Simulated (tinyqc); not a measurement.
Global model of a low-pressure process discharge: electron temperature, density, ion flux and ion energy. Changing the absorbed power P. Computed by tinyqc, a small Python program. Command: `OMP_NUM_THREADS=1 python tinyqc.py 3112746 3112747 out.jsonl plasma sweep`. One thread of a shared host (Intel(R) Xeon(R) Processor @ 2.30GHz), about 0.01 s of CPU time with the checks.

Maxwellian electrons with temperature T_e in eV, one positive ion, no negative ions, uniform bulk density n; rate constants have the Arrhenius form.

Inputs (values chosen for the exercise, of the order of those of an inductive discharge in a simple atomic gas):
```
quantity                          value   unit
ion mass M                           40      u
ionisation prefactor K0         5.3e-14  m^3/s
ionisation energy E_iz             15.4     eV
excitation prefactor X0         1.2e-14  m^3/s
excitation energy E_ex             8.68     eV
elastic rate constant K_el      8.7e-14  m^3/s
ion-neutral cross section       6.2e-19    m^2
pressure p                          4.6     Pa
gas temperature T_g                 400      K
radius R                             10     cm
height L                             19     cm
bias power P_b                      180      W
radius of the biased electrode       10     cm
bias frequency                       60    MHz
```

Constants: k_B = 1.380649e-23 J/K; e = 1.602176634e-19 C; u = 1.6605390666e-27 kg; m_0 = 9.1093837015e-31 kg; eps_0 = 8.8541878128e-12 F/m.

Method:
- n_g = p/(k_B T_g); lambda_i = 1/(n_g sigma); h_L = 0.86/sqrt(3 + L/(2 lambda_i)), h_R = 0.8/sqrt(4 + R/lambda_i); A_eff = 2 pi R^2 h_L + 2 pi R L h_R; d_eff = pi R^2 L/A_eff.
- Particle balance: K0 exp(-E_iz/T_e) n_g d_eff = u_B, u_B = sqrt(e T_e/M).
- Root found by bracketing.
- E_c = E_iz + (X0 exp(-E_ex/T_e) E_ex + K_el (3 m_0/M) T_e)/K_iz; wall potential V_s = (T_e/2) ln(M/(2 pi m_0)); E_T = E_c + 2 T_e + T_e/2 + V_s; n = P/(e u_B A_eff E_T); ion current density J = e h_L n u_B; ionised share n/n_g.
- All bias power goes to ions: V_b = P_b/(J pi r^2). Debye length at the sheath edge lambda_D = sqrt(eps_0 T_e/(e h_L n)); Child-law sheath s = (sqrt2/3) lambda_D (2 V/T_e)^(3/4), V = V_b + V_s; ion transit time tau_i = 3 s sqrt(M/(2 e V)); collisions in the sheath s/lambda_i.

One run for each value; columns: (1) absorbed power P (W); (2) plasma density n (1/cm^3); (3) bias voltage V_b (V); (4) sheath width s (mm); (5) transit time over bias period:
```
(1)          (2)     (3)     (4)     (5)
60    7.5774e+10  1921.6  15.676  29.244
110   1.3892e+11  1048.1   7.368  18.578
210   2.6521e+11   549.0   3.301  11.459
400   5.0516e+11   288.2   1.490   7.091
750   9.4717e+11   153.7   0.691   4.452
1400  1.7681e+12    82.4   0.327   2.818
2700  3.4098e+12    42.7   0.153   1.757
5000  6.3145e+12    23.1   0.078   1.143
```

What does the table show, and why?

Over the rows, plasma density n (1/cm^3) rises from 7.58e10 to 6.31e12 (exponent d ln y / d ln x about 1.0 throughout); bias voltage V_b (V) falls from 1920 to 23.1 (exponent d ln y / d ln x about -1.00 throughout); sheath width s (mm) falls from 15.7 to 0.0780 (exponent d ln y / d ln x -1.2 between the first rows and -1.1 between the last). The exponent of plasma density n stays at 1: the power balance is linear in n. The exponent of bias voltage V_b stays at -1: more ions share the bias power.

Caution (all rows): at so short an ion path the formulas for h_L and h_R give way to the ambipolar-diffusion limit.
